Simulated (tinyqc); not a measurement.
From results to parameters: Luttinger model of the valence bands. Computed by the program tinyqc.

Problem. In the four-band Luttinger model 1/m = g1 -/+ 2 g2 along [100] and g1 -/+ 2 g3 along [111]. Find g1, g2, g3 and the light hole mass along [111].

heavy and light hole masses along [100] (electron masses): 0.193798  0.089606
heavy hole mass along [111] = 0.684932 electron masses

Solution. The mean of the two inverse masses along [100] is g1 and a quarter of their difference is g2; g3 = (g1 - 1/m_hh[111])/2.

g1, g2, g3: 8.160  1.500  3.350
light hole mass along [111] = 0.067 electron masses
